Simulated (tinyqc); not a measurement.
Random telegraph noise from one oxide trap in a small MOSFET: one step of the calculation.

An acceptor-like trap exchanges electrons with the channel. Inversion charge Q = Cox u, u = n Vt W0(exp((Vg - VT)/(n Vt))), W0 the Lambert function, n = nf, Cox = eps0 eox/tox; linear regime Id = (W/L) mu Q Vd. Relative to threshold the surface potential rises by Vt ln(u/u0) and the oxide voltage by the rest of Vg - VT, with u0 = n Vt W0(1).

Problem. Step height. A = W L; threshold step dV = q (1 - xt/tox)/(Cox A); gm/Id = 1/(u + n Vt); relative step dI/I = (gm/Id) dV + asc mu/A. Id as defined.

Values chosen for this exercise; values of the order met in silicon transistors:
- T = 350 K (temperature)
- eox = 3.9 (relative permittivity of the gate insulator (close to silicon dioxide))
- tox = 4.4 nm (insulator thickness)
- xt = 1.7 nm (depth of the trap from the channel interface)
- nf = 1.1 (body factor)
- W = 22 nm (gate width)
- L = 41 nm (gate length)
- mu = 170 cm^2/(V s) (mobility)
- asc = 0 V s (scattering coefficient of the charged trap)
- Vd = 0.1 V (drain voltage)

Constants: q = 1.602176634e-19 C, kB = 1.380649e-23 J/K, Vt = kB T/q, eps0 = 8.8541878128e-14 F/cm where lengths are in cm. Results are converted to the units shown.

u = 0.31529706 V
N = 1.5444370e12 cm^-2

Wanted: electrons in the channel N A; dV; gm/Id; number part of dI/I; dI/I; Id; dI.

Solution.

electrons in the channel N A = 13.93
dV = 13.89 mV
gm/Id = 2.870 1/V
number part of dI/I = 3.986 %
dI/I = 3.986 %
Id = 2.257 uA
dI = 89.96 nA

Range of the model: VT is taken as given; short-channel effects and the uneven flow of current among few electrons are left out.

Program tinyqc, `OMP_NUM_THREADS=1 python tinyqc.py 2710076 2710077 out.jsonl`; Intel Xeon 2.30GHz, shared host, one thread, about 0.01 s.
